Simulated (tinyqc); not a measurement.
Donor level screened by free carriers (Yukawa potential): sweeps and comparisons. A value that a table varies takes the place of the one given here.

Potential -(q/(eps r)) exp(-ks r), q = e^2/(4 pi eps0). In units Ry* = Ry m/eps^2 and a* = a0 eps/m the problem is [-Laplacian - 2 exp(-x r)/r] psi = E psi with x = ks a*.

Converged values use 18 functions exp(-z r), z = 1.55^i, i = -11 to 6: S = 2/A^3, H = z_i z_j S - 2/(A + x)^2, A = z_i + z_j.

Screening wave number: Debye ks^2 = 4 pi q n/(eps kB T); Thomas-Fermi ks^2 = 6 pi q n/(eps EF) with EF = c (3 pi^2 n/gv)^(2/3)/m, c = hbar^2/2m0; the two are joined by 1/ks^2 = sqrt(1/ks_D^4 + 1/ks_TF^4). 1e18/cm^3 = 1e-6/angstrom^3, q = e^2/(4 pi eps0).

Constants: e^2/(4 pi eps0) = 14.39964547 eV angstrom; kB = 8.617333262e-05 eV/K; hbar^2/2m0 = 3.80998211 eV angstrom^2; Ry = 13.60569312 eV; a0 (Bohr radius) = 0.5291772105 angstrom.

Parameters, chosen for this exercise (near those of a donor in Si, with one mean mass; the results hold for these values, not for the real material): xs = (0.04, 0.19, 0.36, 0.45, 0.77, 0.87, 1.08) (values of x); m = 0.324 m0 (mass); eps = 11.6 (dielectric constant); gv = 6 (valleys); T = 300 K (temperature); nl = (0.0036, 0.012, 0.036, 0.12, 0.36, 1.2, 3.6) x 1e18/cm^3 (densities); n = 0.12 x 1e18/cm^3 (free-carrier density).

## Towards the loss of the bound state

First order (-1 + 2x), one-parameter (minimum of z^2 - 8 z^3/(2z + x)^2) and converged 1s energies in Ry*, and the mean radius in a*; a dash marks an unbound result.

Results:
```
x     first order  trial function  converged   <r>
0.04      -0.9200         -0.9223    -0.9223  1.50
0.19      -0.6200         -0.6685    -0.6686  1.55
0.36      -0.2800         -0.4408    -0.4419  1.65
0.45      -0.1000         -0.3420    -0.3443  1.74
0.77            -         -0.0930    -0.1042  2.43
0.87            -         -0.0441    -0.0595  2.93
1.08            -               -    -0.0068  6.93
```

What does this show, and why?

First order loses the state at x = 0.5, the trial function reaches zero energy at x = 1.00, and the exact limit is 1.19. The radius starts at 1.5 a*, grows slowly at first (1.65 at x = 0.36), then steadily, and swells towards the end (6.9 at 1.08), where a single exponential fails: the binding vanishes as the square of the distance from 1.19.

## Binding against carrier density

Ry* = 32.7604 meV
a* = 18.946 angstrom

x from the joined ks; converged 1s binding (dash: x above 1.17, at or past the limit 1.19 where the state unbinds).

Results:
```
n (1e18/cm^3)  EF/kB T  1/ks (angstrom)      x  binding (meV)  n^(1/3) a*
0.0036            0.00            678.5  0.028          30.97       0.029
0.012             0.01            371.6  0.051          29.54       0.043
0.036             0.01            214.6  0.088          27.34       0.063
0.12              0.03            117.5  0.161          23.36       0.093
0.36              0.07             67.9  0.279          17.77       0.135
1.2               0.15             37.3  0.509           9.45       0.201
3.6               0.31             21.7  0.874           1.90       0.290
```

What does this show, and why?

The binding falls from 31.0 to 1.9 meV (bare value 32.8); it passes half the bare value between 0.36 and 1.2 x 1e18/cm^3. The level is still bound in the last row. x grows with exponent 0.50 in n at the start and 0.49 at the end (1/2 for Debye, 1/6 for Thomas-Fermi screening). The level survives to n^(1/3) a* = 0.29, past the 0.26 of the Mott rule, which corresponds to x = 1 for one valley with degenerate screening; here the level lasts until x = 1.19, the screening is at most the degenerate value, and overlap of donors is left out.

## What each parameter does

Ry* = Ry m/eps^2, a* = a0 eps/m, x = ks a* with the joined ks; converged binding. Each row changes one parameter from the base and keeps the others.

Results:
```
case                  1/ks (angstrom)      x  binding in Ry*  binding (meV)
base                            117.5  0.161           0.713          23.36
n = 0.18 x 1e18/cm^3             96.0  0.197           0.657          21.54
T = 360 K                       128.7  0.147           0.735          24.09
m = 0.363 m0                    117.5  0.144           0.741          27.19
eps = 10.7                      112.9  0.155           0.723          27.85
gv = 7                          117.5  0.161           0.713          23.36
```

What does this show?

The largest shifts from the base row, up to three for each result and ties (the steps differ in size, so this ranks the rows, not the parameters). 1/ks (angstrom): n -21.6, T +11.2, eps -4.7; unchanged at the printed digits by m and gv. x: n +0.036, m -0.017, T -0.014; unchanged at the printed digits by gv. binding in Ry*: n -0.056, m +0.028, T +0.022; unchanged at the printed digits by gv. binding (meV): eps +4.48, m +3.83, n -1.82; unchanged at the printed digits by gv.

Run: tinyqc, `OMP_NUM_THREADS=1 python tinyqc.py 1251108 1251109 out.jsonl`; Intel(R) Xeon(R) Processor @ 2.30GHz, one thread, shared host; about 0.01 s of CPU time with all checks.
